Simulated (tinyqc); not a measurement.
How errors in the targets pass to the parameters: fitting sp3s* parameters to three gaps by Newton steps.

J:
```
            Vss    Vsapc     Vpaxc
Gamma  -0.91406  0.00000   0.00000
X       0.00000  0.49624   0.00000
L      -0.24037  0.31664  -0.12659
```

The gaps at Gamma, X and L of an sp3s* model are fitted with Vss, Vsapc and Vpaxc; J holds the derivatives of the gaps by these parameters at the start. The change of each parameter for +10 meV on one target is 10 J^-1, in meV.

Shifts (meV):

| target raised | Vss | Vsapc | Vpaxc |
|---|---|---|---|
| Gamma | -10.9 | 0.0 | 20.8 |
| X | 0.0 | 20.2 | 50.4 |
| L | 0.0 | 0.0 | -79.0 |

root sum of squares (meV): Vss 10.9, Vsapc 20.2, Vpaxc 96.0

What does the comparison show?

Independent errors of 10 meV leave Vpaxc least certain (96 meV) and Vss best fixed (10.9 meV). The largest single entry, 79 meV, comes from the target at L.

tinyqc: `OMP_NUM_THREADS=1 python tinyqc.py 1450370 1450371 out.jsonl`; about 0.1 s, one thread, shared Intel(R) Xeon(R) Processor @ 2.30GHz.
